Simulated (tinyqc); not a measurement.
Inside a calculation. Method: CIS on RHF in the sto-3g basis, frozen core, for BeH+, spin multiplicity 1. One step of it, computed by the program tinyqc.

Question. CIS matrix, triplets. A(ia,jb) = (e_a - e_i) d_ij d_ab - (ij|ab).

orbital energies (hartree): [-5.026014, -0.755453, -0.266186, -0.147168, -0.147168, 0.401333]

Two-electron integrals over orbitals (pq|rs), unique and non-zero (hartree); the lowest 1 orbital is frozen and left out:
```
(22|22) 0.546697    (32|22) -0.065600   (32|32) 0.030349    (33|22) 0.321185
(33|32) 0.025523    (33|33) 0.473541    (42|42) 0.042911    (43|42) 0.030272
(43|43) 0.052606    (44|22) 0.374696    (44|32) 0.015495    (44|33) 0.400598
(44|44) 0.449859    (52|52) 0.042911    (53|52) 0.030272    (53|53) 0.052606
(54|54) 0.024249    (55|22) 0.374696    (55|32) 0.015495    (55|33) 0.400598
(55|44) 0.401360    (55|55) 0.449859    (62|22) 0.071186    (62|32) -0.044696
(62|33) -0.026329   (62|44) -0.048155   (62|55) -0.048155   (62|62) 0.121214
(63|22) -0.056507   (63|32) 0.025232    (63|33) 0.057699    (63|44) 0.014268
(63|55) 0.014268    (63|62) -0.043959   (63|63) 0.045382    (64|42) -0.030433
(64|43) -0.015840   (64|64) 0.027360    (65|52) -0.030433   (65|53) -0.015840
(65|65) 0.027360    (66|22) 0.537095    (66|32) -0.062485   (66|33) 0.352401
(66|44) 0.378675    (66|55) 0.378675    (66|62) 0.099307    (66|63) -0.053435
(66|66) 0.571159
```

Give: CIS matrix A, triplet.

Answer.

CIS matrix A, triplet (hartree), order 2>3, 2>4, 2>5, 2>6:
```
[[0.168, 0.000, 0.000, 0.057],
 [0.000, 0.234, 0.000, 0.000],
 [0.000, 0.000, 0.234, 0.000],
 [0.057, 0.000, 0.000, 0.620]]
```
